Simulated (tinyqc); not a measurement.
Defect, radiative and Auger recombination at equal electron and hole densities (ABC model): one step. The efficiency peak. Five cases, with inputs chosen for the exercise.

Task: IQE peaks at n_p = sqrt(Ae/C); with Q = B/sqrt(Ae C), IQE_max = Q/(Q + 2).

J/(e d) = Ae n + B n^2 + C n^3 with Ae = A + 4 S/w (four side walls, carriers spread evenly), e = 1.602176634e-19 C, lengths in cm; internal efficiency IQE = B n^2/(Ae n + B n^2 + C n^3); all injected carriers recombine in the layer.

Case 1.

Values chosen (orders of magnitude like those quoted for InGaAs; shifted at random, so the results belong to these values and not to a real crystal): A = 14000000 1/s (defect rate); B = 1.4e-10 cm^3/s (radiative coefficient); C = 3.1e-29 cm^6/s (Auger coefficient); S = 0 cm/s (recombination velocity of the side walls); w = 2.5 micrometre (side of the square mesa); d = 38 nm (active thickness).

Case 2.

Values chosen (orders of magnitude like those quoted for Si; shifted at random, so the results belong to these values and not to a real crystal): A = 15000 1/s (defect rate); B = 5.2e-15 cm^3/s (radiative coefficient); C = 1.5e-30 cm^6/s (Auger coefficient); S = 0 cm/s (recombination velocity of the side walls); w = 1200 micrometre (side of the square mesa); d = 80000 nm (active thickness).

Case 3.

Values chosen (orders of magnitude like those quoted for GaAs; shifted at random, so the results belong to these values and not to a real crystal): A = 2200000 1/s (defect rate); B = 1.3e-10 cm^3/s (radiative coefficient); C = 1.1e-30 cm^6/s (Auger coefficient); S = 0 cm/s (recombination velocity of the side walls); w = 2.1 micrometre (side of the square mesa); d = 59 nm (active thickness).

Case 4.

Values chosen (orders of magnitude like those quoted for Ge; shifted at random, so the results belong to these values and not to a real crystal): A = 230000 1/s (defect rate); B = 7e-14 cm^3/s (radiative coefficient); C = 7.5e-32 cm^6/s (Auger coefficient); S = 0 cm/s (recombination velocity of the side walls); w = 18 micrometre (side of the square mesa); d = 380 nm (active thickness).

Case 5.

Values chosen (orders of magnitude like those quoted for Si; shifted at random, so the results belong to these values and not to a real crystal): A = 43000 1/s (defect rate); B = 3.5e-15 cm^3/s (radiative coefficient); C = 7.9e-31 cm^6/s (Auger coefficient); S = 390 cm/s (recombination velocity of the side walls); w = 2800 micrometre (side of the square mesa); d = 99000 nm (active thickness).

Give: Ae; n_p; Q; IQE_max; J at the peak.

Result:

Case 1.

Ae = 1.400e+07 1/s
n_p = 6.720e+17 1/cm^3
Q = 6.720
IQE_max = 0.771
J at the peak = 49.9 A/cm^2

The side walls are taken as passivated.

Case 2.

Ae = 1.500e+04 1/s
n_p = 1.000e+17 1/cm^3
Q = 0.03467
IQE_max = 0.0170
J at the peak = 3.91 A/cm^2

The side walls are taken as passivated.

Case 3.

Ae = 2.200e+06 1/s
n_p = 1.414e+18 1/cm^3
Q = 83.57
IQE_max = 0.977
J at the peak = 252 A/cm^2

The side walls are taken as passivated.

Case 4.

Ae = 2.300e+05 1/s
n_p = 1.751e+18 1/cm^3
Q = 0.5330
IQE_max = 0.210
J at the peak = 6.21 A/cm^2

The side walls are taken as passivated.

Case 5.

Ae = 4.857e+04 1/s
n_p = 2.480e+17 1/cm^3
Q = 0.01787
IQE_max = 0.00885
J at the peak = 38.5 A/cm^2

The side walls supply 11 % of Ae.

Computed by tinyqc, one run a case: `OMP_NUM_THREADS=1 python tinyqc.py N N+1 out.jsonl` with N = 1681557, 1681577, 1681581, 1681604, 1681619; one thread of a shared Intel(R) Xeon(R) Processor @ 2.30GHz, about 0.01 s a run at most.
